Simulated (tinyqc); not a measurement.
# Nanowire ballistic transistor, top-of-the-barrier model: output curve

At the top of the source barrier, states moving towards the drain are filled by the source (Fermi level 0) and states moving back by the drain (Fermi level -q Vd); nothing scatters. U is the shift of the band edge there, set by the capacitances CG, CD and CS (the total) and by the charge. Parabolic one-dimensional subbands; the source is grounded.

N0 = gv sqrt(2 m kB T/pi)/hbar, CG = 2 pi eps0 eox/ln(1 + 2 tox/d), CS = CG/aG, n0 = n at U = 0 and Vd = 0. eta1 = -(E0 + U)/Vt, eta2 = eta1 - Vd/Vt, n = (N0/2)[F_(-1/2)(eta1) + F_(-1/2)(eta2)], F_(-1/2)(x) = (1/sqrt(pi)) int_0^infinity u^(-1/2)/(1 + exp(u - x)) du. Each F is summed over the two subbands, F(eta) + F(eta - dE/Vt), which share the mass. U = UL + q (n - n0)/CS with UL = -(aG Vg + aD Vd), energies in eV. I = gv (2 q^2/h) Vt [ln(1 + exp eta1) - ln(1 + exp eta2)], summed over both subbands. CQ = (q/Vt) dn/d(eta1).

Parameters, values chosen for the exercise; mass and valleys close to those of indium arsenide: temperature T = 300 K; effective mass m = 0.0287 m0; valley degeneracy gv = 1; relative permittivity of the gate insulator eox = 22; insulator thickness tox = 1.6 nm; wire diameter d = 4 nm; offset of a second subband (0: none) dE = 0.11 eV; gate control CG/CS aG = 0.79; drain control CD/CS aD = 0.01; band edge at the barrier top above the source Fermi level at zero bias E0 = 0.27 eV; gate voltage Vg = 0.8 V.

Constants: q = 1.602176634e-19 C, kB = 1.380649e-23 J/K, hbar = 1.054571817e-34 J s, h = 6.62607015e-34 J s, m0 = 9.1093837015e-31 kg, Vt = kB T/q, eps0 = 8.8541878128e-14 F/cm where lengths are in cm. Results are converted to the units shown.

Result of one run:

| Vd (V) | eta1 | n (cm^-1) | I (uA) | mean velocity I/(q n) (cm/s) | CQ/CS |
|---|---|---|---|---|---|
| 0.8 | 13.61 | 2.987e6 | 46.00 | 9.613e7 | 0.03161 |

What becomes of these results when the drain voltage Vd is changed from 0.8 to 0.05 V, all else the same?

Result of the changed run:

| Vd (V) | eta1 | n (cm^-1) | I (uA) | mean velocity I/(q n) (cm/s) | CQ/CS |
|---|---|---|---|---|---|
| 0.05 | 12.74 | 5.447e6 | 7.746 | 8.875e6 | 0.07030 |

The whole series:

| Vd (V) | eta1 | n (cm^-1) | I (uA) | mean velocity I/(q n) (cm/s) | CQ/CS |
|---|---|---|---|---|---|
| 0.01 | 12.68 | 5.661e6 | 1.549 | 1.708e6 | 0.06705 |
| 0.025 | 12.70 | 5.583e6 | 3.873 | 4.330e6 | 0.06815 |
| 0.05 | 12.74 | 5.447e6 | 7.746 | 8.875e6 | 0.07030 |
| 0.1 | 12.83 | 5.145e6 | 15.48 | 1.878e7 | 0.07646 |
| 0.15 | 12.94 | 4.783e6 | 23.13 | 3.019e7 | 0.08680 |
| 0.2 | 13.06 | 4.336e6 | 30.39 | 4.375e7 | 0.09775 |
| 0.3 | 13.30 | 3.498e6 | 40.87 | 7.292e7 | 0.07860 |
| 0.4 | 13.45 | 3.013e6 | 45.10 | 9.342e7 | 0.04230 |
| 0.6 | 13.53 | 2.977e6 | 45.70 | 9.582e7 | 0.03173 |
| 0.8 | 13.61 | 2.987e6 | 46.00 | 9.613e7 | 0.03161 |

The current rises from 1.55 to 46.0 uA; n goes from 5.66e6 through a minimum of 2.98e6 (at Vd = 0.6 V among the rows listed) to 2.99e6 cm^-1 and eta1 rises from 12.7 to 13.6. The resistance in the first row is 6.45 kohm, against h/(2 q^2 gv) = 12.9 kohm for one open subband, though nothing scatters in the channel. The current passes 90 % of its last value at Vd = 0.4 V among the rows, where eta2 = -2.0: the drain no longer fills returning states. In every row the source Fermi level lies over 0.3 eV above the band edge, where a light band is no longer parabolic.

Computed by the program tinyqc: `OMP_NUM_THREADS=1 python tinyqc.py 2400051 2400052 out.jsonl`, one thread of a shared Intel Xeon 2.30GHz, about 0.08 s for the whole run.
